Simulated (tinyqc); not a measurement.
Resistance of a tapered via with liner, size effect and interface: two steps of the calculation.

A round via whose diameter grows from db at the bottom as D(z) = db + 2 z/tan(ang). The fill, of diameter D - 2 tl, starts above the bottom liner (thickness fb tl) and has rho = rho0 (1 + ks lam/(D - 2 tl)); the sidewall liner conducts in parallel with it. The bottom liner and the interface are crossed over the full area pi db^2/4. Spreading in the lines above and below is left out.

Inputs (values chosen for the exercise); fill metal close to copper:
```
symbol,value,unit,meaning
db,10,nm,diameter at the bottom
hv,25,nm,height
ang,89,degrees,sidewall angle
rho0,1.71,uohm cm,bulk resistivity of the fill
lam,38.7,nm,mean free path of the fill
ks,1.2,,size-effect factor
tl,2,nm,liner on the sidewall
fb,0.7,,liner at the bottom over that on the sidewall
rl,580,uohm cm,resistivity of the liner
ri,1.2e-12,ohm cm^2,interface resistivity at the bottom
Sb,1.1e15,S/m^2,"ballistic conductance per area, about 3/(4 rho0 lam)"
```

Problem 1. Slices of the via. Slices between z0 = fb tl and hv, evaluated at their midpoints: conductance per length pi/4 [(D - 2 tl)^2/rho + (D^2 - (D - 2 tl)^2)/rl], slice resistance = slice height over that. 9 slices.

Give: z; D; rho; slice resistance.

Solution 1.

```
slice,z (nm),D (nm),rho (uohm cm),slice resistance (ohm)
0,2.711,10.09,14.74,12.69
1,5.333,10.19,14.55,12.17
2,7.956,10.28,14.36,11.68
3,10.58,10.37,14.18,11.22
4,13.20,10.46,14.00,10.78
5,15.82,10.55,13.83,10.36
6,18.44,10.64,13.66,9.966
7,21.07,10.74,13.50,9.592
8,23.69,10.83,13.34,9.236
```

Problem 2. Total resistance. R_fill = sum of the slices; R_bottom = rl fb tl/(pi db^2/4); R_interface = ri/(pi db^2/4); ballistic (Sharvin) limit 1/(Sb pi (db - 2 tl)^2/4); ideal cylinder rho0 hv/(pi db^2/4).

```
slice,slice resistance (ohm)
0,12.686701
1,12.169056
2,11.679457
3,11.216034
4,10.777064
5,10.360957
6,9.9662445
7,9.5915700
8,9.2356779
```

Find: parts; R; shares; ballistic limit; ideal cylinder.

Solution 2.

parts (ohm): fill 97.68, bottom liner 103.4, interface 1.528
R = 202.6 ohm
shares (%): fill 48.22, bottom liner 51.03, interface 0.75
ballistic limit = 32.15 ohm
ideal cylinder = 5.443 ohm

The bottom liner is the largest part, and R is 37.2 times the ideal cylinder. With 2000 slices R = 202.61 ohm.

Program tinyqc, `OMP_NUM_THREADS=1 python tinyqc.py 2750096 2750097 out.jsonl`; Intel Xeon 2.30GHz, shared host, one thread, about 0.01 s.
